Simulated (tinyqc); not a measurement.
Changing the hole prefactor a_p: avalanche multiplication and breakdown of a junction from ionisation integrals. Computed by tinyqc, a small Python program. Command: `OMP_NUM_THREADS=1 python tinyqc.py 3007201 3007202 out.jsonl impact sweep`. One thread of a shared host (Intel(R) Xeon(R) Processor @ 2.30GHz), about 0.04 s of CPU time with the checks.

Ionisation coefficients follow the local field. Position x runs through the depletion layer from the p side (x = 0), where electrons enter, to the n side (x = w), where holes enter. The built-in voltage is neglected.

Inputs (values chosen for the exercise, modelled on diamond):

| quantity | value | unit |
|---|---|---|
| electron prefactor a_n | 1.89e+08 | 1/cm |
| electron field b_n | 7.78e+07 | V/cm |
| hole field b_p | 1.43e+07 | V/cm |
| exponent c | 1 | - |
| permittivity eps | 5.7 | - |
| layer width W | 1.1 | micrometre |
| bias as a fraction of the breakdown voltage | 0.81 | - |

Junction: p-i-n with uniform field.

Constants: e = 1.602176634e-19 C; eps_0 = 8.8541878128e-12 F/m.

Method:
- alpha_n = a_n exp(-(b_n/F)^c), alpha_p = a_p exp(-(b_p/F)^c).
- Uniform field F = F_m, w = W, V = F_m W.
- With Phi(x) = int_0^x (alpha_n - alpha_p) dx': 1 - 1/M_n = I_n = int_0^w alpha_n exp(-Phi) dx and M_p = M_n exp(-Phi(w)); trapezoid rule on 401 even points; breakdown at I_n = 1.
- Solve I_n(F_m) = 1.
- Bias V = fraction times the breakdown voltage.
- M_n = 1/(1 - I_n), M_p = M_n exp(-Phi(w)); McIntyre excess noise for the carrier with the larger M, F_x = k M + (1 - k)(2 - 1/M), with k = (smaller M - 1)/(larger M - 1).

One run for each value:

| hole prefactor a_p (1/cm) | breakdown voltage (V) | effective k | excess noise factor | M_n |
|---|---|---|---|---|
| 4.60e+04 | 875.38 | 2.1648e-01 | 1.5254 | 1.1751 |
| 1.20e+05 | 799.06 | 3.2389e-02 | 1.7498 | 1.0747 |
| 3.30e+05 | 695.71 | 2.3703e-03 | 1.9115 | 1.0199 |
| 8.90e+05 | 583.78 | 8.1622e-05 | 1.9730 | 1.0027 |
| 2.40e+06 | 482.27 | 1.3509e-06 | 1.9911 | 1.0001 |
| 6.40e+06 | 401.57 | 1.3936e-08 | 1.9963 | 1.0000 |
| 1.70e+07 | 339.45 | 1.0305e-10 | 1.9978 | 1.0000 |
| 4.60e+07 | 290.73 | 5.3916e-13 | 1.9983 | 1.0000 |

What does the table show, and why?

Over the rows, breakdown voltage (V) falls from 875 to 291 (exponent d ln y / d ln x -0.095 between the first rows and -0.16 between the last); effective k falls from 0.216 to 5.39e-13 (exponent d ln y / d ln x -2.0 between the first rows and -5.3 between the last); excess noise factor rises from 1.53 to 2.00 (exponent d ln y / d ln x 0.14 between the first rows and 2.2e-4 between the last). Breakdown needs feedback from both carriers; weakening one raises V_B much less than in proportion but changes the noise.
